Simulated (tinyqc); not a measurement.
# Trap density from one capacitance

Inverse problem. Traps spread evenly through the insulator exchange electrons with the semiconductor by tunnelling, with tau(x) = t0 exp(2 ka x) at depth x from the interface. The admittance per area Y seen at depth x obeys dY/dx = -Y^2/(i w eps0 eox) + q Nb ln(1 + i w tau)/tau, with Y(0) = i w Cs and w = 2 pi f; the gate sees Y(tox) = G + i w C. Working variable y = Y/(i w), in uF/cm^2. Cox = eps0 eox/tox. Find Nb and G/w.

Parameters, values chosen for the exercise: relative permittivity of the insulator eox = 4.03; insulator thickness tox = 7.3 nm; semiconductor capacitance in accumulation Cs = 4.1 uF/cm^2; decay constant of the wave function in the insulator ka = 3.5 1/nm; time constant of a trap at the interface t0 = 1e-9 s; frequency f = 1e5 Hz.

Constants: q = 1.602176634e-19 C, eps0 = 8.8541878128e-14 F/cm where lengths are in cm. Results are converted to the units shown.

C = 0.45328615 uF/cm^2

Answer. C rises steadily with Nb, so one density matches; in practice ka and t0 must come from the frequency dependence.

Nb = 2.800e19 cm^-3 eV^-1
G/w = 0.005230 uF/cm^2

Program tinyqc, `OMP_NUM_THREADS=1 python tinyqc.py 2202166 2202167 out.jsonl`; Intel Xeon 2.30GHz, shared host, one thread, about 0.6 s.
